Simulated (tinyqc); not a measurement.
# CMOS latch-up, two-transistor model: effect of the resistance from the pnp collector to the npn base

A parasitic pnp (emitter at Vdd, base shunted by Rw) and npn (emitter at ground, base shunted by Rs) feed each other: the npn collector current flows out of the pnp base node, the pnp collector current into the npn base node. Forward-active transistors with constant gains: Icn = Isn exp(Vn/Vt), Icp = Isp (exp(Vp/Vt) - 1). A current Ii is injected into the npn base node.

Node equations: Vp/Rw + Icp/bp = Icn and Vn/Rs + Icn/bn = Icp + Ii. Loop gain G = gn gp/[(1/Rw + gp/bp)(1/Rs + gn/bn)], gn = Icn/Vt, gp = (Icp + Isp)/Vt; the off state ends where G = 1, and Ii there is the trigger current. On state with both base-emitter voltages at Von: npn base current Ib = (Von/Rs + bp Von/Rw)/(bn bp - 1), holding current Ih = (bn + 1) Ib + Von/Rs, holding voltage Vh = Vsat + Von + R2 (Ib + Von/Rs).

Parameters, values chosen for the exercise; values close to those of bulk CMOS: temperature T = 300 K; current gain of the npn bn = 1.8; current gain of the pnp bp = 2.6; saturation current of the npn at T Isn = 1.5e-15 A; saturation current of the pnp at T Isp = 1.3e-15 A; substrate resistance shunting the npn Rs = 57 ohm; well resistance shunting the pnp Rw = 1400 ohm; base-emitter voltage in the on state Von = 0.75 V; saturation voltage Vsat = 0.17 V; supply voltage Vdd = 1.8 V.

Constants: q = 1.602176634e-19 C, kB = 1.380649e-23 J/K, Vt = kB T/q. Results are converted to the units shown.

The same in every row: Vn at trigger (V) = 0.68487; trigger current (mA) = 12.217; Ih (mA) = 24.229.

Results:
```
R2 (ohm)  Vh (V)
5         1.0056
14        1.1596
37        1.5531
100       2.6312
270       5.5402
2000      35.144
```

Estimate the missing row, R2 = 740 ohm.

Computed row:
```
R2 (ohm)  Vh (V)
740       13.583
```

With this row back in the table: As R2 goes from 5 to 2000 ohm, the trigger current stays at 12.2 mA, Ih stays at 24.2 mA and Vh rises from 1.01 to 35.1 V. Vh exceeds the supply Vdd = 1.8 V, which then cannot sustain a latched state, in 4 of the 7 rows.

tinyqc, about 0.04 s, one thread, Intel Xeon 2.30GHz (shared host): `OMP_NUM_THREADS=1 python tinyqc.py 2670064 2670065 out.jsonl`
